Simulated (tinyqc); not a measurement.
Schottky emission and Poole-Frenkel conduction in an insulator, and how to tell them apart: effect of temperature.

Schottky emission (electrode-limited): J = As T^2 exp[-(pb - b sqrt(F))/Vt], b = sqrt(q/(4 pi eps0 ei)). Poole-Frenkel emission (bulk-limited): J = s0 F exp[-(pt - 2 b sqrt(F))/Vt]. F in V/cm.

Both formulas at the same field.

Values chosen for this exercise; dielectric values close to those of zirconium oxide:
- ei = 4.57 (high-frequency relative permittivity)
- pt = 0.91 eV (trap depth)
- s0 = 9.9 S/cm (Poole-Frenkel prefactor)
- pb = 1.44 eV (electrode barrier)
- As = 13 A/(cm^2 K^2) (Richardson constant)
- F = 0.9 MV/cm (field)

Constants: q = 1.602176634e-19 C, kB = 1.380649e-23 J/K, Vt = kB T/q, eps0 = 8.8541878128e-14 F/cm where lengths are in cm. Results are converted to the units shown.

Effect of temperature:

| T (K) | J, Schottky (A/cm^2) | J, Poole-Frenkel (A/cm^2) | ratio |
|---|---|---|---|
| 225 | 2.1662e-23 | 1.2904e-6 | 1.6787e-17 |
| 260 | 1.9746e-19 | 6.9033e-5 | 2.8603e-15 |
| 300 | 5.0842e-16 | 0.0020917 | 2.4307e-13 |
| 340 | 2.1287e-13 | 0.028403 | 7.4945e-12 |
| 380 | 2.5633e-11 | 0.22271 | 1.1510e-10 |
| 420 | 1.2644e-9 | 1.1796 | 1.0719e-9 |
| 475 | 9.4529e-8 | 7.3819 | 1.2806e-8 |

The Schottky current grows by 15.6 decades and the Poole-Frenkel current by 6.76, as their lowered barriers are 1.27 and 0.573 eV. A tunnelling current would hardly change over this range.

Computed by the program tinyqc: `OMP_NUM_THREADS=1 python tinyqc.py 2370081 2370082 out.jsonl`, one thread of a shared Intel Xeon 2.30GHz, about 0.01 s for the whole run.
